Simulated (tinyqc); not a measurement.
Inside a calculation. Model: dopants and charged point defects at anneal temperature: Fermi-level effect, clustering and pairing. Computed by tinyqc, a small Python program that keeps every step. Command: `OMP_NUM_THREADS=1 python tinyqc.py 3014241 3014242 out.jsonl pairing walk`. One thread of a shared host (Intel(R) Xeon(R) Processor @ 2.30GHz), about 0.01 s of CPU time with the checks. Intermediate numbers are printed to about 6 digits and carried at full precision; extremes and crossings named in words are read from the listed rows.

Boltzmann statistics and full ionisation of active dopants. Energies are counted from the valence band; the defect (a vacancy or self-interstitial) has five charge states, with all degeneracy factors one.

Inputs (values chosen for the exercise, with bands modelled on InP):
```
quantity,value,unit
gap at 0 K E_g0,1.41,eV
Varshni alpha,0.000376,eV/K
Varshni beta,165,K
electron mass m_e,0.0774,m_0
valleys M_c,1,-
hole mass m_h,0.581,m_0
anneal temperature T,960,K
total dopant density N,5.2e+19,cm^-3
formation enthalpy of the neutral defect H_f,2.48,eV
formation entropy S_f,2.9,k_B
site density N_s,2.7e+22,cm^-3
intrinsic dopant diffusivity D_i,9.3e-16,cm^2/s
anneal time t,2000,s
pair binding energy E_b,0.74,eV
pair configurations Z,4,-
storage temperature T_2,400,K
impurity diffusion prefactor D_0,0.0056,cm^2/s
impurity migration energy E_m,0.59,eV
dielectric constant eps,12.5,-
active dopant density in the stored part N_2,2.3e+15,cm^-3
```

Dopant: acceptor. Second part: pairing with a mobile impurity.

defect levels as fractions of E_g(T): (2+/+), (+/0), (0/-), (-/2-): [0.064, 0.2, 0.56, 0.66]

Constants: m_0 = 9.1093837015e-31 kg; k_B = 1.380649e-23 J/K; h = 6.62607015e-34 J s; k_B = 8.617333262e-05 eV/K; e^2/(4 pi eps_0) = 14.39964548 eV angstrom.

## The host at the anneal temperature

E_g = E_g0 - alpha T^2/(T + beta). N_c = 2 M_c (2 pi m_e k_B T/h^2)^(3/2) and N_v = 2 (2 pi m_h k_B T/h^2)^(3/2), masses in units of m_0. n_i = sqrt(N_c N_v) exp(-E_g/2 k_B T); E_i = E_g/2 + (k_B T/2) ln(N_v/N_c).

E_g = 1.10198 eV

k_B T = 0.0827264 eV

n_i = 1.79644e+16 cm^-3

E_i = 0.676058 eV

effective density of states N_b of the majority band = 6.36152e+19 cm^-3

## Active dopant

No clustering: A = N.

active density A = 5.20e+19 cm^-3

## Carrier density and Fermi level

p = A/2 + sqrt(A^2/4 + n_i^2) for an active density A. chi = n/n_i (for acceptors n_i/p); E_F = E_i + k_B T ln chi; field enhancement h = 1 + A/sqrt(A^2 + 4 n_i^2).

p = 5.20000e+19 cm^-3

chi = 3.45469e-04

E_F = 0.0166784 eV

field enhancement h = 2.00000

The doping is 2890 n_i: extrinsic conditions.

## Charged defects

C_0 = N_s exp(S_f/k_B) exp(-H_f/k_B T). Ratios to the neutral state at E_F = E_i: r_+ = exp((E(+/0) - E_i)/k_B T), r_2+ = r_+ exp((E(2+/+) - E_i)/k_B T), r_- = exp((E_i - E(0/-))/k_B T), r_2- = r_- exp((E_i - E(-/2-))/k_B T); at other E_F state q scales as chi^(-q). The enhancement is sum r_q chi^(-q)/sum r_q. The charge on the defects is left out of neutrality.

neutral defects C_0 = 4.69235e+10 cm^-3

Charge states:
```
state,ratio r,intrinsic (cm^-3),doped (cm^-3)
2+,2.68523e-06,1.26000e+05,1.05573e+12
+,4.05397e-03,1.90227e+08,5.50633e+11
0,1.00000e+00,4.69235e+10,4.69235e+10
-,2.03924e+00,9.56882e+10,3.30573e+07
2-,1.09754e+00,5.15005e+10,6.14653e+03
```

all defects, doped = 1.65332e+12 cm^-3

enhancement over intrinsic = 8.50900

mean charge = 1.61013 e

Doping leaves the neutral state alone and multiplies the total by 8.51; the most common state is 2+ (in intrinsic material -).

## Dopant diffusivity

If every charge state of the defect carries the dopant equally well, D = D_i x enhancement x h x (active share A/N, a rough stand-in that overstates the dA/dN which immobile clusters call for), D_i being an input held fixed when T or H_f is moved; diffusion length 2 sqrt(D t).

effective diffusivity D = 1.58267e-14 cm^2/s

D/D_i = 17.0180

diffusion length = 112.523 nm

## Against doping

chi = n/n_i; h = 1 + A/sqrt(A^2 + 4 n_i^2); the dopant diffusivity over its intrinsic value is D/D_i = enhancement x h x A/N, if every charge state carries the dopant equally well.

Trend at the anneal temperature:
```
N (cm^-3),active A (cm^-3),chi,defect enhancement,mean charge,D/D_i
5.40e+14,5.40e+14,9.85083e-01,0.9848,-1.01393,0.9996
2.50e+15,2.50e+15,9.32836e-01,0.9326,-0.98611,0.9973
1.10e+16,1.10e+16,7.39656e-01,0.7521,-0.86818,0.9723
5.20e+16,5.20e+16,3.11868e-01,0.4240,-0.47639,0.7728
2.40e+17,2.40e+17,7.44369e-02,0.2929,-0.08948,0.5826
1.10e+18,1.10e+18,1.63269e-02,0.3120,0.18156,0.6238
5.00e+18,5.00e+18,3.59283e-03,0.5660,0.65581,1.1320
2.30e+19,2.30e+19,7.81060e-04,2.5583,1.32080,5.1166
1.00e+20,1.00e+20,1.79644e-04,25.7854,1.76991,51.5709
```

Well below n_i = 1.80e16 cm^-3 chi and the enhancement are near 1. At any doping d ln(enhancement)/d ln chi equals minus the mean charge, which goes from -1.01 to +1.77 over the rows. The defect density first falls, because doping removes the states with the sign of the ionised dopant before it feeds the opposite ones. Rows with carriers above N_b lie beyond Boltzmann statistics.

## Pairing in storage

An oppositely charged mobile impurity (density M) pairs with the dopant: pairs/free = Z (N_2/N_s) exp(E_b/k_B T_2) for M << N_2; capture radius R = e^2/(4 pi eps eps_0 k_B T_2); D_m = D_0 exp(-E_m/k_B T_2); association rate 4 pi R D_m N_2; dissociation rate = association rate/(pairs/free); tau = 1/(sum of both). Trapping slows long-range motion to D_m/(1 + pairs/free).

pairs/free = 717.817

paired share = 0.998609

capture radius R = 33.4202 angstrom

D_m = 2.06308e-10 cm^2/s

pairing time constant = 0.501111 s

effective diffusivity of the impurity = 2.87010e-13 cm^2/s

## Pairing against temperature

The formulas are those given above.

Equilibrium and kinetics:
```
T (K),paired share,time constant (s),D_m (cm^2/s),effective D (cm^2/s)
270,1.000000,1.28534e+03,5.43675e-14,2.45578e-21
300,0.999999,1.13107e+02,6.86474e-13,7.46014e-19
340,0.999968,8.74517e+00,1.00621e-11,3.17193e-16
380,0.999550,1.17304e+00,8.38049e-11,3.77003e-14
430,0.993809,1.62413e-01,6.80994e-10,4.21615e-12
480,0.952491,3.30853e-02,3.57652e-09,1.69918e-10
550,0.672873,4.35922e-03,2.19726e-08,7.18782e-09
650,0.156983,1.77068e-04,1.49149e-07,1.25735e-07
```

Half the impurity is paired at T = E_b/(k_B ln(N_s/(Z N_2))) = 577 K. The time constant at 300 K is 110 s. Below 577 K pairs win, and the effective diffusivity has the activation energy E_m + E_b = 1.33 eV; above it the impurity is free and moves with E_m = 0.59 eV.

Checks made by the program: ratios against Boltzmann factors of formation energies at E_F (relative difference below 1e-10).
